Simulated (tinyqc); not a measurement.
What moves the results: configuration-coordinate model of carrier capture at a defect. A value that a table varies takes the place of the one given here.

Two parabolas of equal curvature k in one coordinate Q: with the carrier free at the band edge, U_f = k Q^2/2; with the carrier trapped, U_t = k (Q - dQ)^2/2 - ET. ER = k dQ^2/2, Huang-Rhys factor S = ER/hw, hw = 0.0646541 sqrt(k/M) eV for k in eV/angstrom^2 and M in u. The curves cross at a height Eb = (ER - ET)^2/(4 ER) above the free minimum.

Multiphonon factor for giving p = ET/hw phonons to the lattice: W = exp(-S (2 nb + 1)) ((nb + 1)/nb)^(p/2) I_p(x), nb = 1/(exp(hw/kT) - 1), x = 2 S sqrt(nb (nb + 1)), I_p the modified Bessel function. Classical limit: W = hw exp(-Eb/kT)/sqrt(4 pi ER kT). At T = 0: exp(-S) S^p/Gamma(p + 1).

Constants: kB = 8.617333262e-05 eV/K.

Parameters, chosen for this exercise (of the size met at a DX centre in AlGaAs; the results hold for these values, not for the real material): ET = 0.14 eV (thermal depth of the level below the band edge); ER = 0.84 eV (relaxation energy); hw = 0.013 eV (phonon energy of the mode); T = 400 K (temperature).

## Capture against temperature

The local activation energy is -d ln W/d(1/kT), by central differences with T changed by 1 %.

Against T:

| T (K) | kT/hw | log10 W | log10 W, classical | activation energy (eV) |
|---|---|---|---|---|
| 40 | 0.265 | -14.153 | -19.541 | 0.0419 |
| 60 | 0.398 | -11.585 | -13.504 | 0.0821 |
| 80 | 0.530 | -9.631 | -10.504 | 0.1037 |
| 120 | 0.795 | -7.253 | -7.530 | 0.1218 |
| 160 | 1.061 | -5.940 | -6.061 | 0.1279 |
| 220 | 1.458 | -4.829 | -4.877 | 0.1303 |
| 300 | 1.989 | -4.034 | -4.054 | 0.1295 |
| 400 | 2.651 | -3.495 | -3.504 | 0.1266 |
| 550 | 3.646 | -3.068 | -3.072 | 0.1211 |

log10 W at T = 0 = -15.924
Eb = 0.1458 eV

How do the results move?

At 40 K log10 W is -14.15, against -15.92 at T = 0 and -19.5 classically; at 550 K the two forms differ by 0.00. The activation energy read from an Arrhenius plot goes from 0.042 eV at 40 K to 0.121 at 550 K, with its largest value 0.130 at 220 K, against Eb = 0.146 eV; the classical form itself gives Eb - kT/2. A measured slope therefore understates the barrier.

## Capture against depth of the level

ET is varied at fixed ER, hw and T, as by moving the band edge with alloying or pressure.

Against ET:

| ET/ER | ET (eV) | Eb (eV) | log10 W | log10 W, classical |
|---|---|---|---|---|
| 0.10 | 0.084 | 0.1701 | -3.801 | -3.810 |
| 0.25 | 0.210 | 0.1181 | -3.147 | -3.155 |
| 0.50 | 0.420 | 0.0525 | -2.323 | -2.328 |
| 0.75 | 0.630 | 0.0131 | -1.831 | -1.832 |
| 1.00 | 0.840 | 0.0000 | -1.669 | -1.667 |
| 1.25 | 1.050 | 0.0131 | -1.834 | -1.832 |
| 1.50 | 1.260 | 0.0525 | -2.323 | -2.328 |
| 2.00 | 1.680 | 0.2100 | -4.258 | -4.312 |
| 3.00 | 2.520 | 0.8400 | -11.821 | -12.250 |

What does this show?

Capture is fastest at ET/ER = 1 among these rows, where the barrier vanishes or nearly so. The classical form is symmetric about ET = ER; the quantum one gives -2.32 at 0.5 and -2.32 at 1.5, against -2.33 for both. At ET = 3 ER it lies 0.4 decades above the classical value: deep levels capture by emitting many phonons, and the rate falls with depth by 9.0 decades per eV between the last two rows. Rows deeper than the gap of the host are formal.

## What each parameter does

Eb, log10 W and the full width 2.35482 sqrt(ER hw coth(hw/2kT)). Each row changes one parameter from the base and keeps the others.

Results:

| case | Eb (eV) | log10 W | full width (eV) |
|---|---|---|---|
| base | 0.1458 | -3.495 | 0.5700 |
| ET = 0.18 eV | 0.1296 | -3.292 | 0.5700 |
| ER = 0.89 eV | 0.1580 | -3.661 | 0.5867 |
| hw = 0.0156 eV | 0.1458 | -3.412 | 0.5715 |
| T = 430 K | 0.1458 | -3.384 | 0.5905 |

What does this show?

The largest shifts from the base row, up to three for each result and ties (the steps differ in size, so this ranks the rows, not the parameters). Eb (eV): ET -0.0162, ER +0.0122; unchanged at the printed digits by hw and T. log10 W: ET +0.204, ER -0.165, T +0.111. full width (eV): T +0.0205, ER +0.0167, hw +0.0015; unchanged at the printed digits by ET.

Run: tinyqc, `OMP_NUM_THREADS=1 python tinyqc.py 1482061 1482062 out.jsonl`; Intel(R) Xeon(R) Processor @ 2.30GHz, one thread, shared host; about 0.01 s of CPU time with all checks.
